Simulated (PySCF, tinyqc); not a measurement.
FCI on RHF in the sto-3g basis, frozen core, for BeH+, spin multiplicity 1, step by step. The lowest restricted solution is unstable here: a spin-polarised one lies 0.0314 hartree lower (PySCF). One step of it, computed by the program tinyqc.

Task: FCI: roots. Diagonalise (each vector has its largest component positive (the first on a tie)); all determinants have Ms = 0, so triplets appear too. The lowest singlet root is the correlation energy.

Occupation strings over the orbitals (2 doubly, a alpha, b beta, 0 empty; spin orbitals ordered 1a 1b 2a 2b ...): 220000 2ab000 2a000b 2ba000 2b000a 202000 20a00b 200200 200020 20b00a 200002

H - E(HF) between determinants (hartree), lower triangle:
```
,220000,2ab000,2a000b,2ba000,2b000a,202000,20a00b,200200,200020,20b00a,200002
220000,0.000000
2ab000,0.000000,0.109046
2a000b,0.000000,0.004845,0.308987
2ba000,0.000000,-0.089560,-0.059956,0.109046
2b000a,0.000000,-0.059956,-0.106047,0.004845,0.308987
202000,0.089560,0.071946,-0.087966,-0.071946,0.087966,0.352740
20a00b,0.059956,-0.087966,0.001684,0.016702,0.060704,-0.078544,0.444106
200200,0.049017,0.037408,0.020693,-0.037408,-0.020693,0.044599,0.002841,0.588201
200020,0.049017,0.037408,0.020693,-0.037408,-0.020693,0.044599,0.002841,0.024249,0.588201
20b00a,-0.059956,0.016702,0.060704,-0.087966,0.001684,0.078544,-0.104921,-0.002841,-0.002841,0.444106
200002,0.106047,-0.060704,-0.013467,0.060704,0.013467,0.104921,-0.002782,0.020565,0.020565,0.002782,0.641893
```

Give: lowest roots of this matrix, relative to E(HF); lowest vectors; <S^2> of these roots; weight of the ground state by excitation level 0, 1, 2, ....

Result:

lowest roots of this matrix, relative to E(HF) (hartree): -0.0570  -0.0044  0.0830  0.1819  0.2522  0.3841  0.4792  0.5640

lowest vectors:
```
,root 1,root 2,root 3,root 4
220000,0.9368,0.0000,-0.1465,0.0000
2ab000,0.0261,0.6821,0.5663,-0.0879
2a000b,-0.0660,0.1468,-0.2072,0.6376
2ba000,-0.0261,0.6821,-0.5663,-0.0879
2b000a,0.0660,0.1468,0.2072,0.6376
202000,-0.2556,0.0000,-0.4416,0.0000
20a00b,-0.1278,0.1148,0.0470,-0.2927
200200,-0.0463,0.0000,-0.0223,0.0000
200020,-0.0463,0.0000,-0.0223,0.0000
20b00a,0.1278,0.1148,-0.0470,-0.2927
200002,-0.1001,0.0000,0.2258,0.0000
```

<S^2> of these roots: 0.0000  2.0000  0.0000  2.0000  0.0000  2.0000  0.0000  0.0000

weight of the ground state by excitation level 0, 1, 2, ...: 0.8777  0.0101  0.1123

The reference has a weight of only 0.88: one determinant is a poor start here. A root of higher spin lies below E(HF).
